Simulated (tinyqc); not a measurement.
# Resistance of a source-drain extension with a graded tip, step by step

Computed by the program tinyqc: `OMP_NUM_THREADS=1 python tinyqc.py 2282131 2282132 out.jsonl`, one thread of a shared Intel Xeon 2.30GHz, about 0.03 s for the whole run. Printed values are rounded.

y runs along the channel, the gate covers y > 0. The doping is N0 for y < y0 and N0 10^(-(y - y0)/la) beyond, uniform over the depth xj. Sheet conductance s(y) = q mu(N) max(N - Nch, 0) xj + (for y > 0) ma Cox Vo, with mu(N) = u0 + (u1 - u0)/(1 + (N/Nr)^au) and Cox = eps0 eox/tox. Current is taken as one-dimensional; depletion of the tip, spreading and the contact are left out. The metallurgical junction lies at yj, where N = Nch.

Parameters, values chosen for the exercise; mobility law close to that of electrons in silicon:

| symbol | value | unit | meaning |
|---|---|---|---|
| eox | 3.9 |  | relative permittivity of the gate insulator (close to silicon dioxide) |
| tox | 3.3 | nm | insulator thickness |
| N0 | 6e19 | cm^-3 | active doping of the extension far from the gate |
| la | 3 | nm/decade | lateral abruptness |
| y0 | -0.4 | nm | position under the gate where the fall begins (gate edge at 0) |
| xj | 29 | nm | depth of the extension |
| Nch | 7.3e17 | cm^-3 | channel doping |
| Vo | 0.54 | V | gate overdrive |
| ma | 240 | cm^2/(V s) | mobility of the gate-induced layer |
| u1 | 1414 | cm^2/(V s) | mobility at low doping |
| u0 | 68.5 | cm^2/(V s) | mobility at high doping |
| Nr | 9.2e16 | cm^-3 | reference doping |
| au | 0.711 |  | exponent |
| Lg | 90 | nm | gate length |

Constants: q = 1.602176634e-19 C, eps0 = 8.8541878128e-14 F/cm where lengths are in cm. Results are converted to the units shown.

## Sheet resistances and junction position

yj = y0 + la log10(N0/Nch); sheet resistance of the full extension 1/[q mu(N0)(N0 - Nch) xj] and of the gate-induced layer 1/(ma Cox Vo); metallurgical length Lg - 2 yj; ye is where the doped and the gate-induced conductances are equal.

yj = 5.34449 nm
sheet resistance of the extension = 443.967 ohm/square
sheet resistance of the induced layer = 7373.87 ohm/square
metallurgical length = 79.3110 nm
ye = 3.89136 nm
N at ye = 2.22689e18 cm^-3

The gate takes over 1.45 nm before the junction, where N is still 3.05 times the channel doping.

## Resistance of the overlapped part

Midpoint rule on 11 equal steps from 0 to yj: R_ov = sum h/s(y), per width.

```
point    y (nm)   N (cm^-3)  doped conductance (uS)  sheet resistance (ohm/square)
0      0.242931  3.66303e19                 1456.18                        628.220
1      0.728793  2.52282e19                 1057.48                        838.154
2       1.21466  1.73753e19                 774.462                        1098.81
3       1.70052  1.19668e19                 571.444                        1414.31
4       2.18638  8.24185e18                 423.702                        1787.90
5       2.67224  5.67637e18                 314.038                        2223.94
6       3.15810  3.90946e18                 230.436                        2731.87
7       3.64397  2.69254e18                 164.446                        3332.67
8       4.12983  1.85442e18                 110.083                        4070.05
9       4.61569  1.27719e18                 63.0824                        5032.80
10      5.10155  8.79630e17                 20.4075                        6409.38
```

R_ov = 14.366 ohm um

The exact integral is 14.407 ohm um; the coarse sum is 0.28 % below it.
